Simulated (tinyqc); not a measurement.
Fixed charge and work-function difference from two thicknesses.

Problem. With a fixed charge q Nf at the interface, Vfb = phi_ms - q Nf tox/(eps0 eox). Find Nf and phi_ms.

Parameters, values chosen for the exercise:
- eox = 7.64 (relative permittivity of the gate insulator (close to silicon nitride))

Constants: q = 1.602176634e-19 C, eps0 = 8.8541878128e-14 F/cm where lengths are in cm. Results are converted to the units shown.

Vfb at tox = 11 and 34 nm (V): 1.0928509  1.1195436

Solution. Vfb is a straight line in tox: the slope gives Nf and the intercept at zero thickness phi_ms.

Nf = -4.900e10 cm^-2
phi_ms = 1.080 V

Program tinyqc, `OMP_NUM_THREADS=1 python tinyqc.py 2060059 2060060 out.jsonl`; Intel Xeon 2.30GHz, shared host, one thread, about 0.01 s.
